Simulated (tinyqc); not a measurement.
# Worked calculation: resistance of a source-drain extension with a graded tip

Program tinyqc, `OMP_NUM_THREADS=1 python tinyqc.py 2282112 2282113 out.jsonl`; Intel Xeon 2.30GHz, shared host, one thread, about 0.03 s. Printed values are rounded.

y runs along the channel, the gate covers y > 0. The doping is N0 for y < y0 and N0 10^(-(y - y0)/la) beyond, uniform over the depth xj. Sheet conductance s(y) = q mu(N) max(N - Nch, 0) xj + (for y > 0) ma Cox Vo, with mu(N) = u0 + (u1 - u0)/(1 + (N/Nr)^au) and Cox = eps0 eox/tox. Current is taken as one-dimensional; depletion of the tip, spreading and the contact are left out. The metallurgical junction lies at yj, where N = Nch.

Values chosen for this exercise; mobility law close to that of electrons in silicon:
- eox = 3.9 (relative permittivity of the gate insulator (close to silicon dioxide))
- tox = 1 nm (insulator thickness)
- N0 = 1.8e20 cm^-3 (active doping of the extension far from the gate)
- la = 5.5 nm/decade (lateral abruptness)
- y0 = 2 nm (position under the gate where the fall begins (gate edge at 0))
- xj = 10 nm (depth of the extension)
- Nch = 8.4e17 cm^-3 (channel doping)
- Vo = 0.62 V (gate overdrive)
- ma = 82 cm^2/(V s) (mobility of the gate-induced layer)
- u1 = 1414 cm^2/(V s) (mobility at low doping)
- u0 = 68.5 cm^2/(V s) (mobility at high doping)
- Nr = 9.2e16 cm^-3 (reference doping)
- au = 0.711 (exponent)
- Lg = 40 nm (gate length)

Constants: q = 1.602176634e-19 C, eps0 = 8.8541878128e-14 F/cm where lengths are in cm. Results are converted to the units shown.

## Sheet resistances and junction position

yj = y0 + la log10(N0/Nch); sheet resistance of the full extension 1/[q mu(N0)(N0 - Nch) xj] and of the gate-induced layer 1/(ma Cox Vo); metallurgical length Lg - 2 yj; ye is where the doped and the gate-induced conductances are equal.

yj = 14.82046 nm
sheet resistance of the extension = 466.8753 ohm/square
sheet resistance of the induced layer = 5696.146 ohm/square
metallurgical length = 10.35907 nm
ye = 8.784298 nm
N at ye = 1.051390e19 cm^-3

The gate takes over 6.04 nm before the junction, where N is still 12.5 times the channel doping.

## Resistance of the overlapped part

Midpoint rule on 8 equal steps from 0 to yj: R_ov = sum h/s(y), per width.

| point | y (nm) | N (cm^-3) | doped conductance (uS) | sheet resistance (ohm/square) |
|---|---|---|---|---|
| 0 | 0.9262789 | 1.8e20 | 2141.899 | 431.5075 |
| 1 | 2.778837 | 1.299170e20 | 1575.970 | 570.9303 |
| 2 | 4.631395 | 5.981872e19 | 773.1470 | 1054.069 |
| 3 | 6.483952 | 2.754282e19 | 391.2553 | 1764.251 |
| 4 | 8.336510 | 1.268177e19 | 204.6096 | 2630.424 |
| 5 | 10.18907 | 5.839169e18 | 108.4125 | 3521.501 |
| 6 | 12.04163 | 2.688576e18 | 53.44438 | 4366.780 |
| 7 | 13.89418 | 1.237923e18 | 16.04093 | 5219.255 |

R_ov = 36.234 ohm um

The exact integral is 36.292 ohm um; the coarse sum is 0.16 % below it.
